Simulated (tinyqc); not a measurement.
Field dependence: Hall factor, magnetoresistance and optical conductivity for a power-law relaxation time. Computed by tinyqc, a small Python program. Command: `OMP_NUM_THREADS=1 python tinyqc.py 3026484 3026485 out.jsonl magneto walk`. One thread of a shared host (Intel(R) Xeon(R) Processor @ 2.30GHz), about 0.01 s of CPU time with the checks.

One spherical parabolic band, tau(E) = tau_0 x^s with x = E/(k_B T). Landau quantisation is left out.

Inputs (values chosen for the exercise, with a mass close to that of electrons in germanium):

| quantity | value | unit |
|---|---|---|
| effective mass m | 0.12 | m_0 |
| exponent s | -0.25 | - |
| tau_0 | 65 | fs |
| reduced Fermi level eta | 6.1 | - |
| temperature T | 500 | K |

Constants: m_0 = 9.1093837015e-31 kg; k_B = 1.380649e-23 J/K; hbar = 1.054571817e-34 J s; e = 1.602176634e-19 C.

Method:
- <y> = int y x^(3/2) f (1 - f) dx / int x^(3/2) f (1 - f) dx, f = 1/(1 + exp(x - eta)).
- Integrals over x = E/(k_B T) use 160 Gauss-Legendre points in u = sqrt(x) from 0 to sqrt(max(eta, 0) + 45).
- n = (2 m k_B T)^(3/2)/(3 pi^2 hbar^3) int x^(3/2) f (1 - f) dx; moments in units of tau_0.
- mu = e <tau>/m; weak field r_H = <tau^2>/<tau>^2 and MR = c (mu B)^2, c = <tau^3>/<tau>^3 - r_H^2; strong field r_H = 1 and MR = <tau> <1/tau> - 1.
- With w_c = e B/m: sigma_xx = (n e^2/m) <tau/(1 + w_c^2 tau^2)>, sigma_xy = (n e^2/m) <w_c tau^2/(1 + w_c^2 tau^2)>; r_H = (n e/B) sigma_xy/(sigma_xx^2 + sigma_xy^2); MR = sigma_0 sigma_xx/(sigma_xx^2 + sigma_xy^2) - 1, sigma_0 = n e^2 <tau>/m.

drift mobility mu = 594.831 cm^2/(V s)

saturation MR = 0.444685 %

Against the field:

| B (T) | mu B | r_H | MR (%) |
|---|---|---|---|
| 0.5 | 2.9742e-02 | 1.0047 | 4.4341e-04 |
| 1.7 | 1.0112e-01 | 1.0046 | 5.0667e-03 |
| 5 | 2.9742e-01 | 1.0042 | 4.0030e-02 |
| 10 | 5.9483e-01 | 1.0033 | 1.2463e-01 |
| 17 | 1.0112e+00 | 1.0022 | 2.3351e-01 |
| 34 | 2.0224e+00 | 1.0009 | 3.6145e-01 |
| 67 | 3.9854e+00 | 1.0003 | 4.1961e-01 |
| 170 | 1.0112e+01 | 1.0000 | 4.4058e-01 |
| 670 | 3.9854e+01 | 1.0000 | 4.4442e-01 |

What follows from these numbers?

r_H falls from 1.005 to 1.000, so a strong-field measurement gives n directly (though the highest fields listed exceed the roughly 100 T that non-destructive magnets reach); half of the fall is done between 0.595 and 1.01 in mu B. MR starts as B^1.99 and reaches 100 % of its saturation value in the last row. It arises only because carriers of different energy have different Hall angles, which one Hall field cannot cancel. Above 45 T hbar w_c exceeds k_B T and mu B exceeds 1, and Landau quantisation replaces this picture.

Extremes, crossings and ranges named in words are read from the listed rows.
